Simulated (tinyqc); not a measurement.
On-chip interconnect, size-dependent resistivity and RC delay: one step of the calculation.

A rectangular line between two neighbours and two ground planes. Surface and grain-boundary scattering are added to the bulk resistivity as corrections; capacitances are parallel-plate values without fringing; inductance is ignored.

Question. Resistivity, resistance and capacitance per length. Metal width x = wd - 2 tl, height y = AR wd - tl; grain boundaries (Mayadas-Shatzkes): al = (lam/(gr x)) Rg/(1 - Rg), g = 1/[1 - 3 al/2 + 3 al^2 - 3 al^3 ln(1 + 1/al)] - 1; surfaces (Fuchs-Sondheimer, thick limit): s = (3/8) lam (1 - ps)(1/x + 1/y); rho = rho0 (1 + g + s); r = rho/(x y); c = eps0 ek (2 wd/hd + 2 Mf AR wd/sp).

Inputs (values chosen for the exercise); metal values close to those of copper: bulk resistivity rho0 = 1.72 uohm cm; bulk mean free path lam = 39.7 nm; specular share of surface scattering ps = 0; reflection coefficient of grain boundaries Rg = 0.49; grain size over the metal width gr = 1; drawn line width wd = 9.8 nm; aspect ratio, height over width AR = 2.2; liner on both walls and the bottom, not conducting tl = 2 nm; space to the neighbouring lines sp = 9.8 nm; dielectric height to the planes above and below hd = 11 nm; relative permittivity of the dielectric ek = 4.2; Miller factor of the neighbours Mf = 1.

Constants: eps0 = 8.8541878128e-12 F/m. Results are converted to the units shown.

Find: x; y; al; g; s; rho; r; c.

Answer.

x = 5.800 nm
y = 19.56 nm
al = 6.576
g = 8.830
s = 3.328
rho = 22.63 uohm cm
r = 1995 ohm/um
c = 0.2299 fF/um

Range of the model: The metal width is under the mean free path, where the thick-limit surface term and the simple sum of corrections lose accuracy.

Computed by the program tinyqc: `OMP_NUM_THREADS=1 python tinyqc.py 2100171 2100172 out.jsonl`, one thread of a shared Intel Xeon 2.30GHz, about 0.01 s for the whole run.
